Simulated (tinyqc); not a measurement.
Pinning factor and decay constant from two barriers.

Inverse problem. phiB = S (phiM - chi) + (1 - S)(Eg - E0) with S = 1/(1 + (1/S0 - 1) exp(-be ti)). Find S0, S at the given thickness and be.

Inputs (values chosen for the exercise); semiconductor values close to those of gallium arsenide; interlayer mass of the order of that in silicon nitride, offset chosen freely: band gap Eg = 1.44 eV; electron affinity chi = 3.96 eV; charge-neutrality level above the valence band E0 = 0.51 eV; metal work function phiM = 4.1 eV.

phiB at ti = 0, 0.4 nm (eV): [0.85179000, 0.65875076]

Solution. Each barrier gives its S by linear interpolation between the pinned and the unpinned value; the ratio of the two values of 1/S - 1 is exp(be ti).

S0 = 0.09900
S = 0.3434
be = 3.900 1/nm

tinyqc, about 0.02 s, one thread, Intel Xeon 2.30GHz (shared host): `OMP_NUM_THREADS=1 python tinyqc.py 2270025 2270026 out.jsonl`
